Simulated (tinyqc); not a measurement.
From one set of inputs to another, one input at a time: precursor delivery by bubblers, mass-transport growth and the solid composition of a III-V alloy. Computed by tinyqc, a small Python program. Command: `OMP_NUM_THREADS=1 python tinyqc.py 3026840 3026841 out.jsonl movpe_thermo ladder`. One thread of a shared host (Intel(R) Xeon(R) Processor @ 2.30GHz), about 0.01 s of CPU time with the checks.

1 sccm = 44.615 micromol/min; 1 torr = 133.322 Pa. The sources decompose fully at the surface.

The inputs printed are set A. Set A is modelled on trimethylgallium (source 1) and trimethylindium (source 2) for the vapour pressures; the values taken over come from a set modelled on triethylgallium (source 1) and trimethylindium (source 2) for the vapour pressures. Inputs not listed in the table keep their values of set A, so the rows need not describe a real material.

Inputs (values chosen for the exercise, modelled on trimethylgallium (source 1) and trimethylindium (source 2) for the vapour pressures):
```
quantity,value,unit
bath temperature T1,269,K
bath temperature T2,299,K
bubbler pressure p_b,1400,torr
carrier flow F1,14,sccm
carrier flow F2,57,sccm
total flow F_t,12,slm
group-V flow F_V,70,sccm
reactor pressure p,760,torr
growth temperature T,850,K
diffusivity at 273 K and 760 torr,0.31,cm^2/s
flow cross-section A,63,cm^2
distance from the leading edge z,13,cm
lattice constant a,5.7,angstrom
interaction L0 of the solid,11.4,kJ/mol
"log10 of p_B,eq over pure BC at 1000 K and 1 torr of group V (exaggerated: liquid indium has about -4.1)",-1.9,log10 torr
enthalpy of that equilibrium H,348,kJ/mol
```

Alloy: mixing on the group-III sites, with desorption of B.

constants a, b of source 1 (log10 torr, K): [8.078, 1703]

constants a, b of source 2 (log10 torr, K): [10.53, 3014]

Constants: k_B = 1.380649e-23 J/K; R = 8.314462618 J/(mol K).

Method:
- log10 p_v = a - b/T_bath; molar flow = F x 44.615 x p_v/(p_b - p_v) for a saturated bubbler.
- p_i = p n_i/(44615 F_t), F_t in slm; p_V = p F_V/(1000 F_t), counted per molecule supplied; V/III = 44.615 F_V/(n1 + n2); vapour fraction of source 2 = n2/(n1 + n2).
- Mean velocity u = (F_t/A)(760/p)(T/273); D = D0 (T/273)^1.75 (760/p); boundary layer delta = sqrt(pi D z/u); flux = D dp/(delta k_B T); growth rate = flux x a^3/4.
- A sticks fully. B desorbs: its surface pressure is p_B* = x gamma_B K/sqrt(p_V), ln gamma_B = L0 (1 - x)^2/(R T), K = 10^(log10 K at 1000 K) exp[-(H/R)(1/T - 1/1000)], p_V in torr. With equal diffusivities x = (p_2 - p_B*)/(p_1 + p_2 - p_B*). Growth rate = rate per torr x p_1/(1 - x).

Each row keeps all changes above it:
```
input moved,from,to,molar flow 1 (micromol/min),solid fraction x,"share of B incorporated, 1 - p_B*/p_2"
set A,-,-,25.96,0.16488,0.99974
carrier flow F1 (sccm),14,79,146.49,0.03381,0.99992
interaction L0 of the solid (kJ/mol),11.4,18.5,146.49,0.03381,0.99980
total flow F_t (slm),12,5.7,146.49,0.03381,0.99994
growth temperature T (K),850,860,146.49,0.03381,0.99989
bath temperature T2 (K),299,290,146.49,0.01672,0.99988
bath temperature T1 (K),269,280,268.35,0.00920,0.99993
distance from the leading edge z (cm),13,9.3,268.35,0.00920,0.99993
```

Molar flow 1 goes from 26.0 to 268, a factor 10.3 in all. The largest single move comes from carrier flow F1 (a factor 5.64). Solid fraction x goes from 0.165 to 0.00920, a factor 0.0558 in all. The largest single move comes from carrier flow F1 (a factor 0.205). The single moves hold for this order of the switches; the total does not depend on the order.

Caution (all rows): the boundary layer is a quarter or more of the root of the cross-section, so it fills much of the channel and depletion along the flow matters. Caution (rows bath temperature T1, distance from the leading edge z): so low a V/III ratio is near the limit of smooth growth.

Extremes, crossings and ranges named in words are read from the listed rows.
